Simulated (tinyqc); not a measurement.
# Single-electron transistor, orthodox theory and master equation: what changes with what

A metal island with n extra electrons joins the left lead (voltage V) and the right lead (0 V) by tunnel junctions and couples to a gate. Cs = CL + CR + Cg. Adding electron n + 1 costs mu(n) = [q (n + 1/2) - CL V - Cg Vg]/Cs (in volts); the Fermi levels are -V (left) and 0 (right). A jump that gains the energy W has the rate G(W) = (W/q)/(R [1 - exp(-W/Vt)]), W in volts, Vt = kB T/q. Sequential tunnelling only; I > 0 flows from left to right.

Inputs (values chosen for the exercise): capacitance of the left junction CL = 4.2 aF; capacitance of the right junction CR = 2.6 aF; gate capacitance Cg = 2.1 aF; resistance of the left junction RL = 810 kohm; resistance of the right junction RR = 810 kohm; temperature T = 20 K; gate voltage Vg = 35 mV.

Constants: q = 1.602176634e-19 C, kB = 1.380649e-23 J/K, Vt = kB T/q. Results are converted to the units shown.

Each table varies one quantity; the others keep the values above.

## The Coulomb oscillation

Here V = 13 mV. Onto the island: from the left W = -V - mu(n), from the right W = -mu(n); off the island (n + 1 to n): to the left W = mu(n) + V, to the right W = mu(n). Steady state: p(n + 1)/p(n) = (sum of on rates)/(sum of off rates), normalised. I = q sum_n [p(n + 1) (off to left) - p(n) (on from left)]. Enough charge states are kept that the digits shown do not change.

The Coulomb oscillation:
```
Vg (mV)  I (nA)  mean n
0         1.453  -0.012
7.63      1.602   0.050
15.3      2.192   0.127
22.9      2.986   0.225
30.5      3.678   0.343
38.1      4.012   0.472
45.8      3.867   0.606
53.4      3.297   0.729
61        2.506   0.836
68.7      1.794   0.922
76.3      1.453   0.988
83.9      1.600   1.050
91.6      2.192   1.127
99.2      2.986   1.225
```

Read the table: what changes, and by how much?

I is largest, 4.01 nA, at Vg = 38.1 mV and smallest, 1.45 nA, at 76.3 mV among the rows; the pattern repeats every q/Cg = 76.3 mV. At zero temperature current flows while mu(0) lies between -V and 0, for Vg from 12.1 to 67.2 mV; the mean n moves from -0.01 to 1.22 over the table.

## Current against bias

Same model as above.

Current against bias:
```
V (mV)  I (nA)  mean n  states above 1 %  I (RL + RR)/V
1.8     0.5374  0.3893                 2         0.4836
8.4      2.518  0.4031                 2         0.4855
15       4.554  0.4239                 2         0.4918
21.6     6.679  0.4340                 2         0.5009
28.2     9.068  0.4311                 3         0.5209
34.8     12.03  0.4130                 3         0.5602
41.4     15.64  0.3903                 4         0.6119
48       19.56  0.3761                 4         0.6602
54.6     23.49  0.3697                 4         0.6970
61.2     27.35  0.3649                 4         0.7239
67.8     31.19  0.3569                 4         0.7453
74.4     35.11  0.3444                 5         0.7646
81       39.11  0.3312                 5         0.7823
```

What does the comparison show?

At zero temperature the blockade would end at V = 1.57 mV. The ratio I (RL + RR)/V rises from 0.484 to 0.782. Over the second half of the table the slope between rows varies from 0.944 to 0.982 times 1/(RL + RR).

Range of the model: Cotunnelling, which dominates deep in the blockade, is left out.

Computed by the program tinyqc: `OMP_NUM_THREADS=1 python tinyqc.py 2780108 2780109 out.jsonl`, one thread of a shared Intel Xeon 2.30GHz, about 0.01 s for the whole run.
